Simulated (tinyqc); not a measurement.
Free and trapped electrons in a MOS channel with a dense trap tail: two steps of the calculation.

p-type body, charge-sheet picture, full ionisation (an idealisation for deep acceptors), Boltzmann statistics for free electrons. e = Ec - EF at the surface. Acceptor-like traps of density D(E) = D0 + De exp(-E/Ew) at depth E below Ec, from 0 to Eu, hold n_t = integral of D(E)/(1 + exp((e - E)/Vt)). psi = Eg - Vt ln(Nv/Na) - e; N_dep = sqrt(2 eps0 eps_r Na (psi - Vt)/q); n_f = sqrt(N_dep^2 + 2 eps0 eps_r Vt Nc exp(-e/Vt)/q) - N_dep; Vg = Vfb + psi + q (N_dep + n_t + n_f)/Cox, Cox = eps0 eox/tox.

Inputs (values chosen for the exercise); band and dielectric values close to those of silicon: temperature T = 400 K; band gap Eg = 1.13 eV; relative permittivity eps_r = 11.8; conduction-band density of states at T Nc = 4.31e19 cm^-3; valence-band density of states at T Nv = 4.03e19 cm^-3; relative permittivity of the insulator eox = 3.9; insulator thickness tox = 45 nm; acceptor density Na = 9.6e16 cm^-3; flat-band voltage without trapped charge Vfb = -0.99 V; constant background density of acceptor-like traps D0 = 2.1e11 cm^-2 eV^-1; density of the tail at the conduction edge De = 1.2e13 cm^-2 eV^-1; decay energy of the tail Ew = 0.11 eV; depth below Ec down to which the traps reach Eu = 0.8 eV; mobility of free electrons mf = 130 cm^2/(V s); Ec - EF at the surface e = 0.208 eV.

Constants: q = 1.602176634e-19 C, kB = 1.380649e-23 J/K, Vt = kB T/q, eps0 = 8.8541878128e-14 F/cm where lengths are in cm. Results are converted to the units shown.

Problem 1. Trapped charge. Trapezoid rule on 12 equal steps from 0 to Eu, f = 1/(1 + exp((e - E)/Vt)).

Find: E; D(E) f; n_t.

Solution 1.

```
point   E (eV)  D(E) f (cm^-2 eV^-1)
0            0              2.917e10
1      0.06667              1.101e11
2       0.1333              3.888e11
3       0.2000              9.543e11
4       0.2667              1.076e12
5       0.3333              7.693e11
6       0.4000              5.242e11
7       0.4667              3.823e11
8       0.5333              3.041e11
9       0.6000              2.613e11
10      0.6667              2.380e11
11      0.7333              2.253e11
12      0.8000              2.183e11
```

n_t = 3.572e11 cm^-2

Problem 2. Charges and gate voltage. psi, N_dep, n_f and Vg as defined, with the n_t given; free share n_f/(n_f + n_t); apparent mobility mf n_f/(n_f + n_t); gate voltage spent on traps q n_t/Cox.

n_t = 3.5717651e11 cm^-2

Give: psi; N_dep; n_f; Vg; free share; apparent mobility; gate voltage spent on traps.

Solution 2.

psi = 0.7138 V
N_dep = 9.223e11 cm^-2
n_f = 2.482e10 cm^-2
Vg = 2.447 V
free share = 6.499 %
apparent mobility = 8.448 cm^2/(V s)
gate voltage spent on traps = 0.7457 V

Numbers from tinyqc (`OMP_NUM_THREADS=1 python tinyqc.py 2222028 2222029 out.jsonl`; about 0.02 s on one thread of a shared Intel Xeon 2.30GHz).
